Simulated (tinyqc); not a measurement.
## Circuit elements from the admittance matrix

Inverse problem. Y belongs to a common-source circuit with y11 = i w (Cgs + Cgd), y12 = -i w Cgd, y21 = gm - i w Cgd, y22 = gds + i w (Cgd + Cd) and a resistance Rg in series with the gate; w = 2 pi f. Find Rg, Cgs + Cgd, Cgd, gm, gds and Cd.

Values chosen for this exercise:
- f = 5 GHz (signal frequency)

Y with Rg (mS):
```
                         1                        2
1   0.00928519+2.70386811i  -0.00146720-0.42725156i
2  13.59645151-0.47394735i   0.31301300+1.16348393i
```

Solution. 1/Y11 = Rg + 1/(i w (Cgs + Cgd)) gives Rg; removing it from Z11 returns the inner y, whose parts are read off.

Rg = 1.27 ohm
Cgs + Cgd = 86.1 fF
Cgd = 13.6 fF
gm = 13.6 mS
gds = 0.313 mS
Cd = 23.2 fF

Program tinyqc, `OMP_NUM_THREADS=1 python tinyqc.py 2150046 2150047 out.jsonl`; Intel Xeon 2.30GHz, shared host, one thread, about 0.01 s.
